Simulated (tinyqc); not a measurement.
Inter-valley coupling by envelope functions against a chain of atomic planes: sweeps and comparisons. A value that a table varies takes the place of the one given here.

Chain: E(phi) = e0 + 2 v cos(phi) + 2 u cos(2 phi), cos(phi0) = -v/(4u), e0 = 2u + v^2/(4u); plane j = 0, 1, ... has the potential V_j = dE x_j + F (j - 30) a/4 (1 MV/m = 1e-4 V/angstrom). There are 30 barrier planes a side; with y = j - 29.5, x_j = xb (f(y) + f(Nw - y)), f(y) = 1/(1 + exp(y/L)), plus any Ge added in the well. The valley splitting is the spacing of the two lowest levels. Envelope theory: F_j solves a one-valley chain with hopping -b and diagonal 2b + V_j, b = 4u sin^2(phi0), sum F_j^2 = 1; the valleys couple by Dv = sum_j F_j^2 V_j exp(-2 i phi0 j) and split by 2|Dv|.

Parameters, chosen for this exercise (near those of the Delta valleys of silicon in a SiGe well; not measured data):
```
symbol  value  unit      meaning
a       5.431  angstrom  lattice constant; planes lie a/4 apart
u       0.628  eV        second-neighbour hopping
v       0.578  eV        nearest hopping
Nw      68               planes in the well
L       0.75   planes    interface width
xb      0.34             Ge fraction of the barriers
dE      0.65   eV        offset per unit Ge fraction
F       8      MV/m      field
xs      0.08             Ge fraction added on that plane
xw      0.007            mean Ge fraction of the wiggle
x0      7782             start of the number sequence
na      8000             atoms a plane under the dot
js      38               plane j of a Ge spike (the well starts at j = 30)
```

## Position of the spike

The spike is moved through the well; position counted from the first well plane, j - 30.

Against position:
```
j - 30  F_j^2, smooth  mean of the doublet (meV)  splitting, chain (micro-eV)  envelope  first order
3             0.01586                      29.89                         1367      1342         1649
8             0.03548                      30.74                         3070      3029         3689
14            0.04473                      31.26                         4134      4103         4652
20            0.03627                      30.87                         3340      3327         3772
27            0.01947                      30.03                         1674      1665         2025
34            0.00765                      29.51                          631       627          796
44            0.00130                      29.25                          127       125          136
54            0.00014                      29.20                           21        20           15
65            0.00000                      29.20                           18        18            1
```

How do the results move?

The splitting is largest at plane 14 among these rows (4134 micro-eV), and the smooth envelope peaks at plane 14, counting all planes; without a spike it is 18. Where the splitting exceeds 20 micro-eV the envelope theory lies within 7.0 % of the chain and first order within 30 %.

## A periodic Ge profile (wiggle well)

periods (planes): pi/phi0 1.74245, pi/(pi - phi0) 2.34689

Added fraction xw (1 - cos(2 pi (j - 30)/p)) on the well planes; p = f times the resonant period pi/(pi - phi0). At resonance the estimate is dE xw.

Against period:
```
f     p (planes)  mean of the doublet (meV)  splitting, chain (micro-eV)  envelope
0.90      2.1122                      33.67                          332       352
0.95      2.2295                      33.61                         2073      2127
0.98      2.3000                      33.66                         3949      3977
0.99      2.3234                      33.69                         4343      4344
1.00      2.3469                      33.70                         4493      4469
1.01      2.3704                      33.69                         4383      4343
1.02      2.3938                      33.67                         4050      4003
1.05      2.4642                      33.61                         2460      2399
1.10      2.5816                      33.65                          669       629
1.50      3.5203                      33.70                           27        25
3.00      7.0407                      33.71                           19        19
```

What does this show, and why?

The splitting peaks at f = 1 with 4.49 meV, against the estimate dE xw = 4.55 meV, and is 0.88 and 0.90 of the value at f = 1 two per cent off to either side: the width of the resonance is set by the number of periods under the envelope. At f = 3 it is 19 micro-eV. The chain has one orbital a plane and knows only this resonance; longer periods that work through other bands are outside it.

## Random alloy fluctuations

A uniform fraction x is added on all planes. Each plane j then fluctuates by q sqrt(x_j (1 - x_j)/na) in Ge fraction, q = sqrt12 (z/2147483647 - 1/2) with z(new) = 16807 z mod 2147483647 from x0, restarted for each row; 24 samples. Theory: Dv is a complex Gaussian with sigma^2 = dE^2 sum F_j^4 x_j (1 - x_j)/na, and the mean splitting is sqrt(pi) sigma if the smooth part is negligible.

Splitting (micro-eV):
```
x     sigma  sqrt(pi) sigma  mean of 24  least  largest
0.00   24.9            44.1        47.4   15.0    104.4
0.01  131.4           233.0       263.3   57.0    541.3
0.02  183.3           324.9       365.9   92.5    742.9
0.05  283.8           503.0       564.8  160.3   1132.7
0.10  389.9           691.1       774.9  225.9   1544.3
```

What can be read from the table?

Without added Ge the disorder sits in the barriers, where the state is small: mean 47.4 micro-eV, against 18 for the smooth well. With 5 % Ge in the well the mean is 565, theory 503, with a statistical error of about 11 % for 24 samples; the miss is +12 %, and since every row reuses one sequence the rows with added Ge miss alike. The spread grows with the mean: at 5 % the samples run from 160 to 1133, so small splittings remain possible. sigma falls as 1/sqrt(na) for larger dots. A chain with one orbital a plane has no Bloch-function factor, which scales all these couplings down in fuller models.

## What each parameter does

Chain with the spike on plane js. Each row changes one parameter from the base and keeps the others.

Results:
```
case             level (meV)  splitting (micro-eV)
base                  30.737                3069.6
Nw = 74               30.735                3068.5
L = 1.25 planes       31.357                2862.5
xb = 0.39             30.984                2988.7
dE = 0.715 eV         31.031                3255.0
F = 10 MV/m           35.330                3631.4
js = 41               31.109                3839.8
xs = 0.104            31.093                3781.6
```

What can be read from the table?

The largest shifts from the base row, up to three for each result and ties (the steps differ in size, so this ranks the rows, not the parameters). level (meV): F +4.593, L +0.621, js +0.372. splitting (micro-eV): js +770.2, xs +712.0, F +561.8.

tinyqc: `OMP_NUM_THREADS=1 python tinyqc.py 1451598 1451599 out.jsonl`; about 0.1 s, one thread, shared Intel(R) Xeon(R) Processor @ 2.30GHz.
